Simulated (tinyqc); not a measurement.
Precursor delivery by bubblers, mass-transport growth and the solid composition of a III-V alloy. Inputs raised by 10 %, one at a time. Computed by tinyqc, a small Python program. Command: `OMP_NUM_THREADS=1 python tinyqc.py 3010979 3010980 out.jsonl movpe_thermo sens`. One thread of a shared host (Intel(R) Xeon(R) Processor @ 2.30GHz), about 0.02 s of CPU time with the checks.

1 sccm = 44.615 micromol/min; 1 torr = 133.322 Pa. The sources decompose fully at the surface.

Inputs (values chosen for the exercise, modelled on triethylgallium (source 1) and trimethylindium (source 2) for the vapour pressures):
```
quantity                                                                                                  value        unit
bath temperature T1                                                                                         300           K
bath temperature T2                                                                                         299           K
bubbler pressure p_b                                                                                        760        torr
carrier flow F1                                                                                              82        sccm
carrier flow F2                                                                                             210        sccm
total flow F_t                                                                                              8.1         slm
group-V flow F_V                                                                                            110        sccm
reactor pressure p                                                                                          760        torr
growth temperature T                                                                                       1030           K
diffusivity at 273 K and 760 torr                                                                          0.45      cm^2/s
flow cross-section A                                                                                         61        cm^2
distance from the leading edge z                                                                             14          cm
lattice constant a                                                                                         5.65    angstrom
interaction L0 of the solid                                                                                16.2      kJ/mol
log10 of p_B,eq over pure BC at 1000 K and 1 torr of group V (exaggerated: liquid indium has about -4.1)   -3.1  log10 torr
enthalpy of that equilibrium H                                                                              390      kJ/mol
```

Alloy: mixing on the group-III sites, with desorption of B.

constants a, b of source 1 (log10 torr, K): 8.06  2162

constants a, b of source 2 (log10 torr, K): 10.52  3014

Constants: k_B = 1.380649e-23 J/K; R = 8.314462618 J/(mol K).

Method:
- log10 p_v = a - b/T_bath; molar flow = F x 44.615 x p_v/(p_b - p_v) for a saturated bubbler.
- p_i = p n_i/(44615 F_t), F_t in slm; p_V = p F_V/(1000 F_t), counted per molecule supplied; V/III = 44.615 F_V/(n1 + n2); vapour fraction of source 2 = n2/(n1 + n2).
- Mean velocity u = (F_t/A)(760/p)(T/273); D = D0 (T/273)^1.75 (760/p); boundary layer delta = sqrt(pi D z/u); flux = D dp/(delta k_B T); growth rate = flux x a^3/4.
- A sticks fully. B desorbs: its surface pressure is p_B* = x gamma_B K/sqrt(p_V), ln gamma_B = L0 (1 - x)^2/(R T), K = 10^(log10 K at 1000 K) exp[-(H/R)(1/T - 1/1000)], p_V in torr. With equal diffusivities x = (p_2 - p_B*)/(p_1 + p_2 - p_B*). Growth rate = rate per torr x p_1/(1 - x).

Runs; columns: (1) input moved; (2) from; (3) to; (4) molar flow 1 (micromol/min); (5) vapour fraction of source 2; (6) solid fraction x; (7) share of B incorporated, 1 - p_B*/p_2:
```
(1)                                    (2)    (3)    (4)     (5)     (6)     (7)
base run                                 -      -  34.67  0.4956  0.4928  0.9891
bath temperature T2 (K)                299  328.9  34.67  0.8927  0.8926  0.9985
bubbler pressure p_b (torr)            760    836  31.49  0.4957  0.4927  0.9881
carrier flow F2 (sccm)                 210    231  34.67  0.5194  0.5169  0.9901
total flow F_t (slm)                   8.1   8.91  34.67  0.4956  0.4924  0.9875
growth temperature T (K)              1030   1133  34.67  0.4956  0.2891  0.4140
interaction L0 of the solid (kJ/mol)  16.2  17.82  34.67  0.4956  0.4927  0.9886
```

Exponents ln(y'/y) / ln(x'/x):
```
input                        molar flow 1  vapour fraction of source 2  solid fraction x  share of B incorporated, 1 - p_B*/p_2
bath temperature T2                 0.000                        6.176             6.232                                  0.099
bubbler pressure p_b               -1.009                        0.003            -0.003                                 -0.012
carrier flow F2                     0.000                        0.493             0.500                                  0.010
total flow F_t                      0.000                        0.000            -0.009                                 -0.018
growth temperature T                0.000                        0.000            -5.596                                 -9.139
interaction L0 of the solid         0.000                        0.000            -0.003                                 -0.006
```

Among the inputs moved here: molar flow 1 answers most in size to bubbler pressure p_b (exponent -1.009); its exponent is below 0.0005 for bath temperature T2, carrier flow F2, total flow F_t, growth temperature T, interaction L0 of the solid. Its exponent -1.009 in bubbler pressure p_b: the carrier picks up p_v/p_b. Vapour fraction of source 2 answers most in size to bath temperature T2 (exponent +6.176), next to carrier flow F2 (+0.493); its exponent is below 0.0005 for total flow F_t, growth temperature T, interaction L0 of the solid. Solid fraction x answers most in size to bath temperature T2 (exponent +6.232), next to growth temperature T (-5.596). Share of B incorporated, 1 - p_B*/p_2 answers most in size to growth temperature T (exponent -9.139), next to bath temperature T2 (+0.099).

Caution (all rows): the boundary layer is a quarter or more of the root of the cross-section, so it fills much of the channel and depletion along the flow matters. Caution (rows interaction L0 of the solid): x lies inside the spinodal of the bulk alloy, 2 L0 x (1 - x) > R T; only kinetics or coherency strain keep such a layer uniform.

Extremes, crossings and ranges named in words are read from the listed rows.
